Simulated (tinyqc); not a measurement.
From results back to parameters: spherical quantum dot. Five cases, with inputs chosen for the exercise.

Problem. The 1s level was computed from a hidden barrier height.

A sphere of radius R, isotropic masses, c = hbar^2/2m0, k = sqrt(mw E/c), kappa = sqrt(mb (V0 - E)/c). State n l is the spherical Bessel function j_l(k r) inside and k_l(kappa r) outside; psi and psi'/m are continuous: (k/mw) j_l'(kR)/j_l(kR) = (kappa/mb) k_l'(kappa R)/k_l(kappa R). For l = 0 this reads kR cot(kR) = 1 - (mw/mb)(1 + kappa R).

Constants: hbar^2/2m0 = 3.80998211 eV angstrom^2.

Find: k R; kappa R; V0.

Method. kappa R = (mb/mw)(1 - kR cot kR) - 1, and V0 = E + c kappa^2/mb.

Case 1.

Values chosen (out of a larger set: near those of an InGaAs dot in InAlAs; not measured data):
- R = 84 angstrom (radius)
- mw = 0.0405 m0 (mass inside)
- mb = 0.0781 m0 (mass outside)

E(1s) = 0.0857019 eV

Solution.

k R = 2.5354
kappa R = 7.980
V0 = 0.526 eV

Case 2.

Values chosen (out of a larger set: near those of a Si dot in SiO2, with the mean mass 3/(2/mt + 1/ml) for all six valleys; not measured data):
- R = 14 angstrom (radius)
- mw = 0.256 m0 (mass inside)
- mb = 0.505 m0 (mass outside)

E(1s) = 0.4917172 eV

Solution.

k R = 2.5447
kappa R = 8.360
V0 = 3.182 eV

Case 3.

Values chosen (out of a larger set: near those of a GaAs dot in AlGaAs; not measured data):
- R = 133 angstrom (radius)
- mw = 0.0688 m0 (mass inside)
- mb = 0.0844 m0 (mass outside)

E(1s) = 0.0231012 eV

Solution.

k R = 2.7165
kappa R = 7.587
V0 = 0.170 eV

Case 4.

Values chosen (out of a larger set: near those of a GaAs dot in AlGaAs; not measured data):
- R = 109 angstrom (radius)
- mw = 0.0676 m0 (mass inside)
- mb = 0.0861 m0 (mass outside)

E(1s) = 0.0330659 eV

Solution.

k R = 2.6401
kappa R = 6.408
V0 = 0.186 eV

Case 5.

Values chosen (out of a larger set: near those of a Si dot in SiO2, with the mean mass 3/(2/mt + 1/ml) for all six valleys; not measured data):
- R = 14 angstrom (radius)
- mw = 0.26 m0 (mass inside)
- mb = 0.481 m0 (mass outside)

E(1s) = 0.4869213 eV

Solution.

k R = 2.5520
kappa R = 7.908
V0 = 3.014 eV

Computed by tinyqc, one run a case: `OMP_NUM_THREADS=1 python tinyqc.py N N+1 out.jsonl` with N = 1250597, 1250741, 1250971, 1251178, 1251382; one thread of a shared Intel(R) Xeon(R) Processor @ 2.30GHz, about 0.06 s a run at most.
